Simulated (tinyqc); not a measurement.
# Off-state leakage of single and stacked transistors: effects of single changes

n-channel devices of unit width. Subthreshold current I(Vg, Vs, Vd) = I0 (T/300 K)^0.5 exp[(Vg - Vs - VT(T) - gb (Vs - Vb) + dd (Vd - Vs))/(nf Vt)] (1 - exp(-(Vd - Vs)/Vt)), VT(T) = VT - cT (T - 300 K). Gate-edge tunnelling Ig (Vd/1 V) exp(ag (Vd - 1 V)), for a gate at 0 V, and band-to-band leakage Ab u exp(-Bb/u), u = Vd - Vb + 1 V, flow at a drain held at V; both are taken as independent of T. In a stack of off transistors (all gates at 0 V) the same subthreshold current passes through each.

Parameters, values chosen for the exercise; values of the order met in bulk silicon logic transistors:
```
symbol,value,unit,meaning
T,300,K,temperature
V,0.7,V,supply voltage
VT,0.45,V,"threshold at 300 K, zero drain and body bias"
cT,0.6,mV/K,fall of the threshold with temperature
I0,0.18,uA/um,current at threshold at 300 K
nf,1.2,,slope factor
dd,0.12,,drain-induced lowering per volt
gb,0.19,,rise of the threshold per volt of source-body bias
Ig,6e-5,uA/um,gate-edge tunnelling current at 1 V
ag,4.2,1/V,exponential slope of the gate current
Ab,2,uA/(um V),prefactor of band-to-band leakage at the drain
Bb,21,V,its exponential voltage
Vb,0,V,body voltage
```

Constants: q = 1.602176634e-19 C, kB = 1.380649e-23 J/K, Vt = kB T/q. Results are converted to the units shown.

Each table varies one quantity; the others keep the values above.

## Subthreshold current against the height of the stack

All n gates at 0 V, bottom source at 0 V, top drain at V; node voltages follow from equal currents.

Subthreshold current against the height of the stack:
columns A: n; B: I (nA/um); C: reduction factor; D: drain voltage of the bottom device (mV); E: source voltage of the top device (mV); F: voltage across the top device (V)
```
A         B      C      D      E       F
1  0.001354  1.000  700.0      0  0.7000
2  1.034e-4  13.09  60.90  60.90  0.6391
3  4.993e-5  27.11  18.68  78.15  0.6219
4  3.263e-5  41.48  11.00  88.22  0.6118
5  2.417e-5  56.00  7.778  95.32  0.6047
6  1.917e-5  70.60  6.013  100.8  0.5992
```

Read the table: what changes, and by how much?

The second transistor cuts the current by a factor of 13.1, the third by a further 2.07 and the sixth by 1.26. The top device keeps 85.6 % of the supply at n = 6, while the drain voltage of the bottom one falls to 0.233 Vt.

## Leakage components against the body voltage

Same model as above.

One transistor with Vg = Vs = 0, Vd = V; stack factor I(one)/I(two in series).

The same in every row: gate edge (nA/um) = 0.011913; stack factor = 13.089.

Result of one run:
```
Vb (V)  subthreshold (nA/um)  band-to-band (nA/um)  total (nA/um)  largest part
-0.4               1.1683e-4               0.19068        0.20271  band-to-band
```

What becomes of these results when the body voltage Vb is changed from -0.4 to -0.2 V, all else the same?

Result of the changed run:
```
Vb (V)  subthreshold (nA/um)  band-to-band (nA/um)  total (nA/um)  largest part
-0.2               3.9767e-4              0.060213       0.072524  band-to-band
```

The whole series:
```
Vb (V)  subthreshold (nA/um)  band-to-band (nA/um)  total (nA/um)  largest part
0.2                0.0046076             0.0024946       0.019016     gate edge
0                  0.0013536              0.014678       0.027945  band-to-band
-0.2               3.9767e-4              0.060213       0.072524  band-to-band
-0.4               1.1683e-4               0.19068        0.20271  band-to-band
-0.6               3.4322e-5               0.49827        0.51021  band-to-band
-0.8               1.0083e-5                1.1243         1.1363  band-to-band
-1                 2.9622e-6                2.2623         2.2742  band-to-band
-1.2               8.7024e-7                4.1547         4.1666  band-to-band
-1.4               2.5566e-7                7.0859         7.0978  band-to-band
```

As Vb goes from 0.2 to -1.4, the total leakage rises from 0.0190 to 7.10 nA/um. The gate edge part leads at Vb = 0.2, the band-to-band part from 0 on. The reduction by a stack of two stays at 13.1, for the subthreshold part alone. For Vb = 0.2 the body is forward biased; the junction current, left out, is still small at this voltage.

Computed by the program tinyqc: `OMP_NUM_THREADS=1 python tinyqc.py 2242024 2242025 out.jsonl`, one thread of a shared Intel Xeon 2.30GHz, about 0.03 s for the whole run.
